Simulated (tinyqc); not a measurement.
Lorentz oscillators and the Kramers-Kronig relations: sweeps and comparisons. A value that a table varies takes the place of the one given here.

eps(E) = 1 + sum_j S_j/(E0_j^2 - E^2 - i G_j E).

Kramers-Kronig: eps1(E) = 1 + (2/pi) P integral_0^infinity E1 eps2(E1)/(E1^2 - E^2) dE1. Maclaurin rule on the grid E_j = j h, j = 1 .. M: eps1(E_i) = 1 + (4 h/pi) sum over j with j - i odd of E_j eps2(E_j)/(E_j^2 - E_i^2); nothing is added above E_M.

n + i k = sqrt(eps1 + i eps2) with k >= 0; R = ((n - 1)^2 + k^2)/((n + 1)^2 + k^2) at normal incidence from vacuum; alpha = 2 E k/(hbar c), times 1e8 for 1/cm; loss function Im(-1/eps) = eps2/(eps1^2 + eps2^2).

Constants: hbar c = 1973.269805 eV angstrom.

Values chosen for the exercise: E0 = (3.14) eV (resonances); G = (1.02) eV (widths); S = (47.3) eV^2 (strengths); h = 0.5 eV (grid step); M = 30 (grid points E_j = j h); E_t = 0.9 eV (energy below the first line); E = 3.49 eV (photon energy).

## Numerical transform against the formula

Every third grid point is listed; the error is the transform minus the formula.

Dielectric function:
```
E (eV)   eps2  eps1 formula  eps1 transform   error
1.00    0.607         6.269           5.876  -0.393
2.50    6.175         9.741          10.649   0.907
4.00    3.551        -4.344          -4.163   0.181
5.50    0.593        -1.156          -1.269  -0.113
7.00    0.213        -0.170          -0.110   0.060
8.50    0.103         0.256           0.211  -0.045
10.00   0.059         0.482           0.507   0.025
11.50   0.037         0.617           0.590  -0.027
13.00   0.025         0.705           0.715   0.010
14.50   0.017         0.765           0.744  -0.022
```

What does this show, and why?

The largest error listed is +0.907 at 2.50 eV. The rule samples every 2h = 1 eV and the narrowest line is 1.02 eV wide, so it is barely resolved. The grid ends at 15 eV, where eps2 is still 0.016; the error at the last point listed, nearest the missing tail, is -0.022.

## How far the spectrum must be known

The integrals are done by adaptive quadrature and cut at E_cut. f-sum share: (2/pi) integral of E eps2 over sum S. Static share: (2/pi) integral of eps2/E over eps(0) - 1.

Cut integrals:
```
E_cut (eV)  eps1(E_t)  f-sum share  static share
2.5             2.516        0.093         0.299
3.5             5.213        0.566         0.809
4.7             5.985        0.801         0.962
6.3             6.117        0.877         0.988
9.4             6.159        0.926         0.997
15.7            6.171        0.958         0.999
```

eps1(E_t) from the formula = 6.174

How do the results move?

Cut at 3.5 eV, just above the last line, eps1(E_t) lacks 0.961; cut at 15.7 eV it lacks 0.003. At 4.7 eV the static sum has reached 0.962 and the f-sum only 0.801: the f-sum weights eps2 by E and the static sum by 1/E, so the f-sum needs the far tail.

## Optical constants across the spectrum

Spectrum:
```
E (eV)    eps1    eps2      n      k      R   loss
0.47     5.895   0.243  2.429  0.050  0.174  0.007
1.11     6.390   0.707  2.532  0.140  0.189  0.017
1.76     7.534   1.735  2.763  0.314  0.225  0.029
2.40     9.505   5.079  3.184  0.797  0.298  0.044
3.04     3.924  14.671  3.091  2.373  0.447  0.064
3.68    -5.299   6.421  1.230  2.610  0.583  0.093
4.32    -3.297   2.151  0.565  1.902  0.627  0.139
4.97    -1.854   0.975  0.347  1.405  0.634  0.222
5.61    -1.045   0.541  0.257  1.054  0.618  0.391
6.25    -0.546   0.337  0.219  0.771  0.579  0.819
6.89    -0.215   0.227  0.221  0.514  0.496  2.321
7.54     0.020   0.160  0.301  0.266  0.317  6.140
```

What can be read from the table?

Among the energies listed the largest values are at (eV): eps2 3.04; n 2.40; k 3.68; R 4.97; loss 7.54 (last row, still rising). eps1 crosses zero at 3.18 and 7.48 eV; the last crossing is upward and marks the plasmon, against sqrt(sum S) = 6.88 eV for free electrons.

## What each oscillator parameter does

At the energy E. Each row changes one parameter from the base and keeps the others.

Results:
```
case                eps1    eps2      n      k      R
base              -5.079   9.325  1.664  2.801  0.555
E0 = (3.297) eV   -3.306  11.703  2.104  2.781  0.515
G = (1.53) eV     -2.238   7.451  1.665  2.238  0.450
S = (56.76) eV^2  -6.294  11.190  1.809  3.093  0.586
E = 3.665 eV      -5.320   6.613  1.258  2.627  0.581
```

How do the results move?

The largest shifts from the base row, up to three for each result and ties (the steps differ in size, so this ranks the rows, not the parameters). eps1: G +2.841, E0 +1.772, S -1.216. eps2: E -2.712, E0 +2.378, G -1.874. n: E0 +0.440, E -0.406, S +0.145. k: G -0.563, S +0.291, E -0.174. R: G -0.104, E0 -0.039, S +0.031.

Program tinyqc; command `OMP_NUM_THREADS=1 python tinyqc.py 1651457 1651458 out.jsonl`; about 0.1 s on one thread of a shared Intel(R) Xeon(R) Processor @ 2.30GHz.
